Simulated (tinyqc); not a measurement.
Worked calculation: three-band tight binding of a dichalcogenide monolayer. Values are carried at full precision from step to step, so a last printed digit may differ when a step is redone from the rounded ones.

Basis dz2, dxy, dx2-y2 on a triangular lattice, nearest neighbours; alpha = kx a/2, beta = sqrt3 ky a/2. h0 = e1 + 2 t0 (cos 2alpha + 2 cos alpha cos beta); h1 = -2 sqrt3 t2 sin alpha sin beta + 2i t1 (sin 2alpha + sin alpha cos beta); h2 = 2 t2 (cos 2alpha - cos alpha cos beta) + 2i sqrt3 t1 cos alpha sin beta; h11 = e2 + 2 t11 cos 2alpha + (t11 + 3 t22) cos alpha cos beta; h22 = e2 + 2 t22 cos 2alpha + (3 t11 + t22) cos alpha cos beta; h12 = sqrt3 (t22 - t11) sin alpha sin beta + 4i t12 sin alpha (cos alpha - cos beta) + i lam sz. H = [[h0, h1, h2], [., h11, h12], [., ., h22]], Hermitian; the lowest band of each spin is filled. K = (4 pi/3a, 0), M = (pi/a, pi/(sqrt3 a)).

Parameters, chosen for this exercise (near a published set for monolayer WSe2; the results hold for these values, not for the real material):
- a = 3.319 angstrom (lattice constant)
- e1 = 0.939 eV (level of dz2)
- e2 = 2.198 eV (level of dxy and dx2-y2)
- t0 = -0.205 eV (hopping)
- t1 = 0.467 eV (hopping)
- t2 = 0.494 eV (hopping)
- t11 = 0.268 eV (hopping)
- t12 = 0.324 eV (hopping)
- t22 = 0.033 eV (hopping)
- lam = 0.226 eV (spin-orbit constant)
- sz = 1 (spin)
- k = (0.67, 0.53) 1/angstrom (wave vector)

## H at one k

Form alpha, beta and the matrix.

alpha, beta (rad): [1.11187, 1.52340]

H (eV), rows z2, xy, x2-y2 and columns alike:
$$\begin{pmatrix}
1.1709 & -1.5325+0.7816i & -0.6210+0.7158i \\
-1.5325-0.7816i & 1.8801 & -0.3645+0.6857i \\
-0.6210-0.7158i & -0.3645-0.6857i & 2.1755
\end{pmatrix}$$

## Levels and weights

Diagonalise H.

levels (eV): [-0.7011, 2.4641, 3.4635]

weights, rows z2, xy, x2-y2; columns band 1, band 2, band 3:
$$\begin{pmatrix}
0.518 & 0.137 & 0.345 \\
0.340 & 0.166 & 0.494 \\
0.142 & 0.697 & 0.161
\end{pmatrix}$$

## Closed forms at K and Gamma

Three-band model of dz2 (level e1) and dxy, dx2-y2 (level e2), spin sz = +/-1; t1 and t2 drop out at these points. At K: e2 - (3/2)(t11 + t22) - 3 sqrt3 t12 + lam sz (valence), e1 - 3 t0 (conduction), e2 - (3/2)(t11 + t22) + 3 sqrt3 t12 - lam sz. At Gamma: e1 + 6 t0 (valence) and e2 + 3 (t11 + t22) -/+ lam.

Levels (eV):
```
point          band 1  band 2  band 3
K, spin up     0.2889  1.5540  3.2041
K, spin down  -0.1631  1.5540  3.6561
Gamma         -0.2910  2.8750  3.3270
```

smallest direct gap at K = 1.2651 eV
Ev(K) - Ev(Gamma) = 0.5799 eV

Of the two points, the valence band is higher at K, by 580 meV. The dz2 conduction state at K has no atomic orbital angular momentum (Lz = 0) and is not split at this order.

## Bands for both spins

The two lowest bands at the points named.

Levels (eV):
```
k           v, up   c, up  v, down  c, down
G         -0.2910  2.8750  -0.2910   2.8750
G-K 0.25  -0.4994  2.8299  -0.5339   2.9410
G-K 0.5   -0.6515  2.7508  -0.8029   2.9929
G-K 0.6   -0.5850  2.7961  -0.7884   2.8365
G-K 0.75  -0.3034  2.4147  -0.5889   2.2815
G-K 0.9    0.1302  1.7581  -0.2666   1.7077
K          0.2889  1.5540  -0.1631   1.5540
K-M 0.5   -0.2480  2.2124  -0.5056   2.0927
M         -0.5969  2.3499  -0.5969   2.3499
M-G 0.5   -0.6925  2.6926  -0.6925   2.6926
```

The spins are degenerate from M to Gamma, since a vertical mirror plane holds this line and flips sz, and the valence splitting is largest at K (452 meV). The lowest conduction level listed is at K. With nearest neighbours alone the model is made for the neighbourhood of K.

## Checks

- Closed forms at K against the matrix: they agree to 1e-10 or better.

tinyqc: `OMP_NUM_THREADS=1 python tinyqc.py 1482394 1482395 out.jsonl`; about 0.01 s, one thread, shared Intel(R) Xeon(R) Processor @ 2.30GHz.
